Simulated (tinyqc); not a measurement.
Worked calculation: tight binding, kagome lattice. One step of it, computed by the program tinyqc.

Question. Bloch Hamiltonian at k. H_AB = -t1 - t2 exp(-i k.a1), H_AC = -t1 - t2 exp(-i k.a2), H_BC = -t1 - t2 exp(i k.(a1 - a2)), H_CC = delta.

Parameters chosen for this model:
```
parameter     value                unit
t1         1.770000    eV, up triangles
t2         1.550000  eV, down triangles
delta             0        eV on site C
```

k point k (fractions of the reciprocal vectors): 0.500000  0.500000

Give: H(k) at k.

Answer.

H(k) at k (eV):
```
         A        B        C
A   0.0000  -0.2200  -0.2200
B  -0.2200   0.0000  -3.3200
C  -0.2200  -3.3200   0.0000
```
